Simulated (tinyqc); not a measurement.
Bloch-Grueneisen resistivity of a metal. Inputs raised by 10 %, one at a time. Computed by tinyqc, a small Python program. Command: `OMP_NUM_THREADS=1 python tinyqc.py 3010093 3010094 out.jsonl bg sens`. One thread of a shared host (Intel(R) Xeon(R) Processor @ 2.30GHz), about 0.01 s of CPU time with the checks.

Electrons scatter from a Debye spectrum of phonons (n = 5 for scattering within one band, n = 3 for scattering into a second, heavy band) and from static defects.

Inputs (values chosen for the exercise, modelled on gold):
```
quantity                       value         unit
exponent n                         5            -
Debye temperature Theta          184            K
transport coupling lambda_tr    0.16            -
Drude plasma energy hbar w_p     8.9           eV
residual resistivity rho_0    0.0043  microohm cm
temperature T                    373            K
```

Addition: none.

Constants: k_B = 1.380649e-23 J/K; hbar = 1.054571817e-34 J s; eps_0 = 8.8541878128e-12 F/m; hbar = 6.582119569e-16 eV s; k_B = 8.617333262e-05 eV/K.

Method:
- J_n(y) = int_0^y x^n e^x/(e^x - 1)^2 dx, by 96 Gauss-Legendre points (upper limit at most 60).
- rho_ph = (n - 1) rho_1 (T/Theta)^n J_n(Theta/T), with rho_1 = 2 pi lambda_tr k_B Theta/(hbar eps_0 w_p^2), the high-temperature line at T = Theta.
- Matthiessen's rule: rho = rho_0 + rho_ph.
- Temperature coefficient (1/rho) d rho/dT by a central difference of +/- 0.5 K; residual ratio rho(295 K)/rho(4.2 K); scattering time tau = 1/(eps_0 w_p^2 rho); Wiedemann-Franz kappa = L_0 T/rho, L_0 = (pi^2/3)(k_B/e)^2.

Runs; columns: (1) input moved; (2) from; (3) to; (4) resistivity rho (microohm cm); (5) temperature coefficient (1e-3/K); (6) residual resistance ratio; (7) Wiedemann-Franz conductivity (W/(m K)):
```
(1)                                          (2)      (3)    (4)    (5)    (6)    (7)
base run                                       -        -  2.996  2.749  546.3  304.1
Debye temperature Theta (K)                  184    202.4  2.988  2.764  544.0  305.0
transport coupling lambda_tr                0.16    0.176  3.295  2.750  600.8  276.5
Drude plasma energy hbar w_p (eV)            8.9     9.79  2.477  2.748  451.8  367.9
residual resistivity rho_0 (microohm cm)  0.0043  0.00473  2.997  2.749  496.8  304.1
temperature T (K)                            373    410.3  3.303  2.488  546.3  303.5
```

Exponents ln(y'/y) / ln(x'/x):
```
input                         resistivity rho  temperature coefficient  residual resistance ratio  Wiedemann-Franz conductivity
Debye temperature Theta                -0.030                    0.057                     -0.044                         0.030
transport coupling lambda_tr            0.999                    0.001                      0.997                        -0.999
Drude plasma energy hbar w_p           -1.997                   -0.003                     -1.994                         1.997
residual resistivity rho_0              0.002                   -0.002                     -0.997                        -0.002
temperature T                           1.023                   -1.046                      0.000                        -0.023
```

To which inputs is each result most sensitive?

Among the inputs moved here: resistivity rho answers most in size to Drude plasma energy hbar w_p (exponent -1.997), next to temperature T (+1.023). Temperature coefficient answers most in size to temperature T (exponent -1.046), next to Debye temperature Theta (+0.057). Residual resistance ratio answers most in size to Drude plasma energy hbar w_p (exponent -1.994), next to transport coupling lambda_tr (+0.997); its exponent is below 0.0005 for temperature T. Its exponent -0.997 in residual resistivity rho_0: a clean metal, where the ratio is rho(295 K)/rho_0. Wiedemann-Franz conductivity answers most in size to Drude plasma energy hbar w_p (exponent +1.997), next to transport coupling lambda_tr (-0.999).
